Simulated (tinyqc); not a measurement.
# Changing the total solute fraction x0

Model: equilibrium and kinetic segregation of a solute to boundaries and growing surfaces. Computed by tinyqc, a small Python program. Command: `OMP_NUM_THREADS=1 python tinyqc.py 3013681 3013682 out.jsonl segreg sweep`. One thread of a shared host (Intel(R) Xeon(R) Processor @ 2.30GHz), about 0.01 s of CPU time with the checks.

Inputs (values chosen for the exercise, for a model alloy):

| quantity | value | unit |
|---|---|---|
| segregation energy Q | 0.38 | eV |
| interaction z w (positive attracts) | -0.022 | eV |
| temperature T | 1000 | K |
| grain size d | 1000 | nm |
| boundary thickness delta | 0.76 | nm |
| atomic volume Omega | 20.6 | angstrom^3 |
| clean boundary energy gamma_0 | 0.44 | J/m^2 |
| mixing | 0.5 | - |

Isotherm: Fowler-Guggenheim.

Constants: k_B = 8.617333262e-05 eV/K; 1 eV/angstrom^2 = 16.02176634 J/m^2.

Method:
- With theta the solute fraction on boundary sites and x that in the grains, theta/(1 - theta) = [x/(1 - x)] exp[(Q + z w theta)/(k_B T)].
- The coverage theta_inf is that for x = x0. Start at theta = 0; theta(new) = theta + mixing (theta(out) - theta); stop below 1e-10, 80 steps at most.
- Finite grains: boundary sites are the fraction f = 3 delta/d, and x0 = (1 - f) x + f theta; solve both equations for theta; share at boundaries = f theta/x0.
- Gibbs adsorption for this isotherm in a dilute matrix: gamma = gamma_0 + Gam_0 [k_B T ln(1 - theta) + z w theta^2/2], Gam_0 = delta/Omega sites per area.

One run for each value:

| total solute fraction x0 | coverage theta_inf | coverage theta | fraction x left in the grains | boundary energy gamma (J/m^2) |
|---|---|---|---|---|
| 1.00e-05 | 8.2162e-04 | 6.9342e-04 | 8.4383e-06 | 0.43965 |
| 2.90e-05 | 2.3781e-03 | 2.0081e-03 | 2.4477e-05 | 0.43898 |
| 8.40e-05 | 6.8499e-03 | 5.7936e-03 | 7.0952e-05 | 0.43704 |
| 2.40e-04 | 1.9268e-02 | 1.6369e-02 | 2.0314e-04 | 0.43158 |
| 7.10e-04 | 5.4489e-02 | 4.6857e-02 | 6.0455e-04 | 0.41541 |
| 2.10e-03 | 1.4301e-01 | 1.2652e-01 | 1.8157e-03 | 0.37006 |
| 5.90e-03 | 3.1077e-01 | 2.8765e-01 | 5.2561e-03 | 0.26185 |
| 1.70e-02 | 5.5261e-01 | 5.3548e-01 | 1.5815e-02 | 0.03080 |
| 5.00e-02 | 7.8008e-01 | 7.7421e-01 | 4.8345e-02 | -0.35698 |

What does the table show, and why?

Over the rows, coverage theta_inf rises from 8.22e-4 to 0.780 (exponent d ln y / d ln x 1.00 between the first rows and 0.32 between the last); coverage theta rises from 6.93e-4 to 0.774 (exponent d ln y / d ln x 1.00 between the first rows and 0.34 between the last); fraction x left in the grains rises from 8.44e-6 to 0.0483 (exponent d ln y / d ln x about 1.0 throughout). At the low end the exponent of coverage theta_inf is 1.00, close to 1: Henry's-law regime. The exponent of fraction x left in the grains stays between 1.00 and 1.04, near 1: x in the grains is proportional to x0.

Caution (rows 0.00590, 0.0170, 0.0500): so much solute in the grains may exceed the solubility and is no longer dilute. Caution (rows 0.0170, 0.0500): gamma nears or passes zero; a compound usually precipitates before that. Caution (rows 0.0500): near saturation a single segregation energy is a poor picture.

Extremes, crossings and ranges named in words are read from the listed rows.
